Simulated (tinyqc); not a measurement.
Holstein polaron on two sites: one step, computed by the program tinyqc.

One electron on sites 1 and 2: H = -t (c1+ c2 + c2+ c1) + hbar omega sum_i b_i+ b_i - g hbar omega sum_i n_i (b_i + b_i+). The symmetric phonon shifts the energy by -g^2 hbar omega/2 and drops out; with b = (b_1 - b_2)/sqrt(2) there remains H = -t sigma_x + hbar omega b+ b - (g hbar omega/sqrt(2)) sigma_z (b + b+). Parity splits it into blocks p = +1 and -1 over phonon numbers n. Zero-point energies are left out. Weights Z refer to mode b alone; the displaced symmetric mode multiplies the full zero-phonon weight by exp(-g^2/2).

Task: Levels in the small basis. Diagonalise H; the eigenvector has its largest component positive; Z is the weight of n = 0.

H, even block (meV):
```
           1          2          3          4          5          6
1  -382.6055  -192.4250     0.0000     0.0000     0.0000     0.0000
2  -192.4250    -1.6055  -272.1300     0.0000     0.0000     0.0000
3     0.0000  -272.1300  -100.6055  -333.2898     0.0000     0.0000
4     0.0000     0.0000  -333.2898   280.3945  -384.8499     0.0000
5     0.0000     0.0000     0.0000  -384.8499   181.3946  -430.2753
6     0.0000     0.0000     0.0000     0.0000  -430.2753   562.3945
```

Give: levels; lowest eigenvector; Z in the small basis.

Result:

levels (meV): -541.7  -404.2  -179.3  190.4  532.7  941.4

lowest eigenvector: 0.5734  0.4740  0.5351  0.3211  0.2225  0.0867

Z in the small basis = 0.3288
